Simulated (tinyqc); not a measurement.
Film, cylinder and sphere at the same misfit: thermal stress, cracking, delamination and buckling of a thin film; Griffith cracks and misfitting inclusions. Computed by tinyqc, a small Python program. Command: `OMP_NUM_THREADS=1 python tinyqc.py 3024859 3024860 out.jsonl filmcrack walk`. One thread of a shared host (Intel(R) Xeon(R) Processor @ 2.30GHz), about 0.01 s of CPU time with the checks.

Isotropic linear elasticity; the substrate is much thicker than the film; stress is positive in tension.

Inputs (values chosen for the exercise, modelled on a silicon dioxide film on silicon):
```
quantity                       value        unit
film Young's modulus E          67.8         GPa
film Poisson ratio nu           0.16           -
film expansion alpha_f         0.525      1e-6/K
substrate expansion alpha_s      3.3      1e-6/K
deposition temperature T_d       925           K
final temperature T              300           K
intrinsic stress                 200         MPa
film thickness h                0.13  micrometre
substrate Young's modulus E_s    157         GPa
substrate Poisson ratio nu_s    0.22           -
```

Method. Thermal strain = (alpha_f - alpha_s)(T_d - T); stress = E/(1 - nu) x strain + intrinsic stress; plane-strain modulus Ebar = E/(1 - nu^2); G0 = stress^2 h/(2 Ebar) is the energy freed per area when a long strip loses its stress across its width. Thermal misfit e alone, mean stress = trace/3 and largest difference of principal stresses inside. Film: E e/(1 - nu) in two directions, 0 in the third. Cylinder: s0 = (1 + nu) e/[(1 + nu)(1 - 2 nu)/E + (1 + nu_s)/E_s] twice and s_zz = E e + 2 nu s0. Sphere: e/[(1 - 2 nu)/E + (1 + nu_s)/(2 E_s)] three times.

thermal strain = -0.00173438

Stresses inside (MPa):
```
shape          s1       s2       s3     mean  largest difference
film      -139.99  -139.99     0.00   -93.33              139.99
cylinder  -103.68  -103.68  -150.77  -119.37               47.09
sphere    -124.64  -124.64  -124.64  -124.64                0.00
```

The mean stress in size is 93 MPa in the film, 119 in the cylinder and 125 in the sphere, while the largest difference, twice the largest shear stress, goes from 140 through 47 to 0. In a ductile solid shear can relax by slip and hydrostatic stress cannot.

Extremes, crossings and ranges named in words are read from the listed rows.
